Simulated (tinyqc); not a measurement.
Where the wafer is too thin: surface photovoltage measurement of the minority-carrier diffusion length in a wafer. Computed by tinyqc, a small Python program. Command: `OMP_NUM_THREADS=1 python tinyqc.py 3130023 3130024 out.jsonl spv walk`. One thread of a shared host (Intel(R) Xeon(R) Processor @ 2.30GHz), about 0.01 s of CPU time with the checks.

Low injection, steady light, a depletion layer much thinner than 1/alpha and L. The excess density dn is taken at the front edge of the neutral region; light that reaches the back is lost.

Inputs (values chosen for the exercise, modelled on p-type silicon at room temperature):

| quantity | value | unit |
|---|---|---|
| wafer thickness W | 775 | micrometre |
| diffusivity D | 25.6 | cm^2/s |
| front recombination velocity S_f | 900 | cm/s |
| back recombination velocity S_b | 910000 | cm/s |
| photon flux entering | 4.2e+11 | 1/(cm^2 s) |

Method:
- alpha = (84.732/lambda - 76.417)^2 per cm with lambda in micrometre (an empirical fit for silicon between 0.7 and 1.05 micrometre).
- Thick wafer: dn = Phi L/((S_f + D/L)(L + 1/alpha)). Finite wafer, with s = S_b L/D, w = W/L, a = alpha L: dn = [Phi a/(a^2 - 1)] [a - B - exp(-alpha W)(a - s)/(cosh w + s sinh w)]/(S_f + B D/L), B = (sinh w + s cosh w)/(cosh w + s sinh w).
- Readings y = (Phi/dn) (1 + noise x g) at 780, 830, 880, 920, 950, 975 and 995 nm; a least-squares line y = c (1/alpha + L_app) gives L_app = intercept/slope.
- No noise; L is varied at fixed W, and the last two columns set S_b to 0 and to 1e7 cm/s.

Apparent length (micrometre):

| L | W/L | given S_b | S_b = 0 | S_b = 1e7 |
|---|---|---|---|---|
| 38.8 | 19.974 | 38.80 | 3.8800e+01 | 38.80 |
| 77.5 | 10.000 | 77.50 | 7.7500e+01 | 77.50 |
| 155.0 | 5.000 | 154.89 | 1.5510e+02 | 154.89 |
| 232.0 | 3.341 | 229.93 | 2.3397e+02 | 229.92 |
| 388.0 | 1.997 | 359.59 | 4.1745e+02 | 359.55 |
| 620.0 | 1.250 | 479.15 | 7.9448e+02 | 479.05 |
| 1010.0 | 0.767 | 564.79 | 1.7559e+03 | 564.62 |
| 1630.0 | 0.475 | 607.63 | 4.0637e+03 | 607.41 |
| 3100.0 | 0.250 | 629.68 | 1.1965e+04 | 629.44 |

What does the comparison show, and why?

With a fast back surface L_app levels off, at 629 micrometre in the last row; with a passive one it reaches up to 3.86 times L among these rows and is 12000 in the last. All three columns are within 5 % of L down to W/L = 3.3.

Extremes, crossings and ranges named in words are read from the listed rows.
